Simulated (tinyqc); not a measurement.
Comparisons within one model: quaternary alloy A(x)B(1-x)C(y)D(1-y) matched to a substrate. A value that a table varies takes the place of the one given here.

Q(x,y) = x y Q_AC + x (1 - y) Q_AD + (1 - x) y Q_BC + (1 - x)(1 - y) Q_BD for the lattice constant. Gap, rule 1: Q(x,y) - x (1 - x)[y C_ABC + (1 - y) C_ABD] - y (1 - y)[x C_ACD + (1 - x) C_BCD]. Rule 2 (mean of ternaries): {x (1 - x)[y T_ABC(x) + (1 - y) T_ABD(x)] + y (1 - y)[x T_ACD(y) + (1 - x) T_BCD(y)]}/{x (1 - x) + y (1 - y)}, T_ABC(x) = x E_AC + (1 - x) E_BC - C_ABC x (1 - x), T_ACD(y) = y E_AC + (1 - y) E_AD - C_ACD y (1 - y), and alike. Only the Gamma valley is followed.

Matching a(x,y) = a_s gives x = (a_s - y a_BC - (1 - y) a_BD)/(y (a_AC - a_BC) + (1 - y)(a_AD - a_BD)).
Constants: hc = 1239.841984 eV nm.

Parameters, chosen for this exercise (AC, AD, BC, BD near GaAs, GaP, InAs and InP; substrate near GaAs; shifted at random, so the results belong to these values and not to a real crystal): a = (5.656, 5.444, 6.062, 5.87) angstrom (lattice constants of AC, AD, BC, BD); Eg = (1.506, 2.907, 0.414, 1.441) eV (gaps at Gamma of AC, AD, BC, BD); Cb = (0.426, 0.676, 0.185, 0.111) eV (bowing of ABC, ABD, ACD, BCD); a_s = 5.656 angstrom (substrate); y = 0.29 (fraction of C).

## Along the matched line

x follows from y.

Results:

| y | x | bilinear (eV) | rule 1 (eV) | rule 2 (eV) | wavelength 1 (nm) | wavelength 2 (nm) |
|---|---|---|---|---|---|---|
| 0.01 | 0.5071 | 2.1722 | 2.0024 | 2.0102 | 619 | 617 |
| 0.13 | 0.5644 | 2.1074 | 1.9320 | 1.9936 | 642 | 622 |
| 0.25 | 0.6223 | 2.0384 | 1.8648 | 1.9451 | 665 | 637 |
| 0.37 | 0.6809 | 1.9650 | 1.8006 | 1.8844 | 689 | 658 |
| 0.50 | 0.7452 | 1.8806 | 1.7344 | 1.8118 | 715 | 684 |
| 0.62 | 0.8052 | 1.7980 | 1.6761 | 1.7412 | 740 | 712 |
| 0.74 | 0.8660 | 1.7108 | 1.6202 | 1.6684 | 765 | 743 |
| 0.86 | 0.9274 | 1.6191 | 1.5664 | 1.5941 | 792 | 778 |
| 0.98 | 0.9896 | 1.5225 | 1.5145 | 1.5186 | 819 | 816 |

The matched alloys span 1.514 to 2.002 eV by rule 1, monotonically in y. Along the line dx/dy is +0.477 between the first two rows and +0.518 between the last two. In energy the two rules differ most at y = 0.37, by 84 meV (31 nm there), which measures how far the ternary data leave the interior open. Miscibility gaps are not considered.

## What each parameter does

x is matched anew each time. Each row changes one parameter from the base and keeps the others.

Results:

| case | x | rule 1 (eV) | rule 2 (eV) |
|---|---|---|---|
| base | 0.6418 | 1.8430 | 1.9258 |
| y = 0.3 | 0.6467 | 1.8377 | 1.9208 |
| a_s = 5.66 angstrom | 0.6323 | 1.8287 | 1.9118 |
| Cb = (0.511, 0.811, 0.222, 0.133) eV | 0.6418 | 1.8088 | 1.9081 |
| Eg = (1.556, 2.907, 0.414, 1.441) eV | 0.6418 | 1.8524 | 1.9351 |
| a = (5.666, 5.444, 6.062, 5.87) angstrom | 0.6462 | 1.8498 | 1.9324 |

The largest shifts from the base row, up to three for each result and ties (the steps differ in size, so this ranks the rows, not the parameters). x: a_s -0.0095, y +0.0049, a +0.0045; unchanged at the printed digits by Cb and Eg. rule 1 (eV): Cb -0.0342, a_s -0.0144, Eg +0.0093. rule 2 (eV): Cb -0.0177, a_s -0.0140, Eg +0.0093.

Computed by tinyqc, a small Python program: `OMP_NUM_THREADS=1 python tinyqc.py 1051548 1051549 out.jsonl` (the numbers bound the seed that draws the inputs); one thread of a shared host (Intel(R) Xeon(R) Processor @ 2.30GHz), about 0.01 s for the whole set of steps.
